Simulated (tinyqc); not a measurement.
Three-phonon processes in a diatomic chain: dispersion, energy and momentum conservation, and decay channels of optical phonons: one step, computed by the program tinyqc.

Cell length a, two atoms, one spring constant. x = q a/pi runs from -1 to 1; A and O are the acoustic and optical branches. Matrix elements are not computed: only conservation laws and occupation factors are followed.

Problem. Decay of the zone-centre phonon. omega^2 = k (1/m + 1/M) -/+ k sqrt((1/m + 1/M)^2 - 4 sin^2(pi x/2)/(m M)); nu = 15.6333042 THz x sqrt(omega^2) for eV/(angstrom^2 u). O(0) -> A(x) + A(-x) needs nu_A(x) = nu_O(0)/2, which gives sin^2(pi x/2) = (3/16)(m + M)^2/(m M). Full width at half maximum Gamma = Gamma_0 (1 + 2 n), n = 1/(exp(h nu_A/(k_B T)) - 1); lifetime = 1/(2 pi c Gamma).

Inputs (values chosen for the exercise, for a model chain): light mass m = 10.8 u; heavy mass M = 30.1 u; temperature T = 100 K; zero-temperature width Gamma_0 = 0.21 1/cm.

optical top = 26.00930 THz

Constants: h x 1 THz = 4.135667696 meV; k_B = 8.617333262e-05 eV/K; c = 299792458 m/s.

Give: x of the products; their frequency; occupation n; width Gamma; lifetime.

Solution.

x of the products = 0.8799

their frequency = 13.00 THz

occupation n = 0.001951

width Gamma = 0.2108 1/cm

lifetime = 25.18 ps
